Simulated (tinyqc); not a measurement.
Inside a calculation. Method: lattice vibrations of a chain. One step of it, computed by the program tinyqc.

Problem. Frequencies. omega^2 are the eigenvalues; wavenumber = 521.4708 sqrt(eigenvalue) 1/cm.

D(q) (eV/(angstrom^2 u)):
```
[[0.218100, -0.208320, -0.041572+0.016460i],
 [-0.208320, 0.461780, -0.404359],
 [-0.041572-0.016460i, -0.404359, 0.769697]]
```

Give: eigenvalues; wavenumbers; weights |e|^2 of the mass-weighted modes.

Solution.

eigenvalues: [0.001, 0.391, 1.058]

wavenumbers (1/cm): [18.7, 326.0, 536.3]

weights |e|^2 of the mass-weighted modes, order atom 1, atom 2, atom 3:
```
[[0.463, 0.526, 0.011],
 [0.400, 0.260, 0.340],
 [0.137, 0.214, 0.648]]
```
